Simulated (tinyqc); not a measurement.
Band offset of a heterojunction with an interface dipole (two-band chains, self-consistent charge), step by step. Values are carried at full precision from step to step, so a last printed digit may differ when a step is redone from the rounded ones.

Sites alternate A, C. Left: A at -G1/2, C at +G1/2, hopping -t1; right: A at D - G2/2, C at D + G2/2, hopping -t2; the bonds across the two interfaces of a ring (C left to A right, C right to A left) have -sqrt(t1 t2). D is the offset of the mid-gaps, so Ev(right) - Ev(left) = D - (G2 - G1)/2 and Ec(right) - Ec(left) = D + (G2 - G1)/2. The closing bond has its sign reversed (antiperiodic ring). Half the levels are filled with two electrons each. The charge moved is q = (electrons on the left) less one a site; the mean over the two interfaces, q/2, is taken as the charge that crosses each, and its dipole opposes the offset: D = D0 - u q/2.

Values chosen for the exercise (gaps near those of Si and HfO2; the chains and D0 are free models, so the offsets are not those of the real pair; shifted at random, so the results belong to these values and not to a real crystal):
```
symbol  value  unit  meaning
G1      1.13   eV    gap on the left
G2      5.88   eV    gap on the right
t1      2.41   eV    hopping on the left
t2      2.34   eV    hopping on the right
D0      -0.88  eV    mid-gap of the right side above that of the left, without dipole
n       2            cells a side in the small ring
u       3.6    eV    potential step per electron moved across
mx      1            mixing
```

## The small ring at D = D0

Fill in H.

H (eV), rows AL1, CL1, AL2, CL2, AR1, CR1, AR2, CR2 and columns alike:
```
[[-0.5650, -2.4100, 0, 0, 0, 0, 0, 2.3747],
 [-2.4100, 0.5650, -2.4100, 0, 0, 0, 0, 0],
 [0, -2.4100, -0.5650, -2.4100, 0, 0, 0, 0],
 [0, 0, -2.4100, 0.5650, -2.3747, 0, 0, 0],
 [0, 0, 0, -2.3747, -3.8200, -2.3400, 0, 0],
 [0, 0, 0, 0, -2.3400, 2.0600, -2.3400, 0],
 [0, 0, 0, 0, 0, -2.3400, -3.8200, -2.3400],
 [2.3747, 0, 0, 0, 0, 0, -2.3400, 2.0600]]
```

## Levels and site charges

Diagonalise, fill the lower half with two electrons each, and sum the electrons on the left (L) less one a site.

levels (eV): [-6.0716, -5.1439, -3.5768, -1.8911, 1.5550, 2.7060, 4.1787, 4.7237]

electrons on the sites: AL1 1.3204, CL1 0.6875, AL2 1.2667, CL2 0.6133, AR1 1.6755, CR1 0.3247, AR2 1.6989, CR2 0.4130

q = -0.1120 electrons

Electrons move to the right, the side whose mid-gap lies lower.

## Self-consistent offset

From here on the ring has 24 cells a side.

Start at D = D0; D(out) = D0 - u q(D)/2; D(new) = D + mx (D(out) - D); stop when |D(out) - D| < 1e-7 eV.

Iterations:
```
i     D (eV)         q  D(out) (eV)  D(out) - D
0   -0.88000  -0.12476     -0.65544       0.225
1   -0.65544  -0.09172     -0.71490     -0.0595
2   -0.71490  -0.10035     -0.69937      0.0155
3   -0.69937  -0.09809     -0.70344    -0.00407
4   -0.70344  -0.09868     -0.70238     0.00107
5   -0.70238  -0.09853     -0.70265   -0.000279
6   -0.70265  -0.09857     -0.70258    7.31e-05
7   -0.70258  -0.09856     -0.70260   -1.92e-05
8   -0.70260  -0.09856     -0.70260    5.02e-06
9   -0.70260  -0.09856     -0.70260   -1.31e-06
10  -0.70260  -0.09856     -0.70260    3.44e-07
11  -0.70260  -0.09856     -0.70260   -9.01e-08
```

D = -0.7026 eV

Converged at i = 11: the dipole removes 20 % of the starting offset.

## Linear response

chi = (q(+h) - q(-h))/(2h) at D = 0 with h = 0.01 eV; S = 1/(1 + u chi/2); linear estimate D = S D0.

chi = 0.13768 1/eV
S = 0.8014
linear estimate of D = -0.7052 eV

The self-consistent value is -0.7026 eV, +2.6 meV from the estimate. At D = 0 no net charge crosses: the mid-gaps are the neutrality levels of these symmetric chains.

## The line-up

Ev(right) - Ev(left) = D - (G2 - G1)/2 and Ec(right) - Ec(left) = D + (G2 - G1)/2, for D0, for the self-consistent D and for D = 0. Type I: the offsets have opposite signs; type III: one valence edge lies above the other conduction edge; else type II.

Offsets (eV):
```
case                            D  valence  conduction                 type
no dipole                  -0.880   -3.255       1.495  type I (straddling)
self-consistent            -0.703   -3.078       1.672  type I (straddling)
neutrality levels aligned   0.000   -2.375       2.375  type I (straddling)
```

The dipole shifts both offsets alike and leaves the type.

## Checks

- q at D = 0 against zero, as particle-hole symmetry demands: both 0.000000.
- q at the self-consistent D on 24 against 48 cells a side: both -0.0986.

Run: tinyqc, `OMP_NUM_THREADS=1 python tinyqc.py 1480886 1480887 out.jsonl`; Intel(R) Xeon(R) Processor @ 2.30GHz, one thread, shared host; about 0.3 s of CPU time with all checks.
